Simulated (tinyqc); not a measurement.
Length of a polyene: Hueckel, PPP and singles CI along the polyenes. Computed by the program tinyqc. Hueckel uses the same beta without repulsion; CIS keeps all single excitations and so misses the low, doubly excited 2Ag state. W is the valence ionisation energy of a centre, MN the Mataga-Nishimoto formula, f the oscillator strength.

All-trans chains of carbon centres 1.40 angstrom apart:
```
parameter                               value
beta (eV), times 1 +/- alternation  -2.330000
alternation                          0.150000
W (eV)                              11.160000
gamma_rr (eV)                        9.520000
repulsion formula                        Ohno
```

Gaps and excitations (eV):
```
centres  Hueckel gap  PPP orbital gap  bright singlet (CIS)      f  lowest triplet (CIS)
2              5.359           12.346                 6.626  0.568                 4.092
6              2.989            9.018                 4.614  1.404                 2.724
8              2.571            8.387                 4.164  1.752                 2.497
10             2.308            7.989                 3.866  2.078                 2.367
```

Estimate the missing row, centres = 4.

Computed row:
```
centres  Hueckel gap  PPP orbital gap  bright singlet (CIS)      f  lowest triplet (CIS)
4              3.733           10.114                 5.339  1.020                 3.162
```

The Hueckel gap tends to 4 x alternation x |beta| = 1.40 eV for long chains. Exchange opens the PPP orbital gap, and the attraction of electron and hole brings the bright state 4.12 eV below it at 10 centres; the triplet lies 1.50 eV lower still.
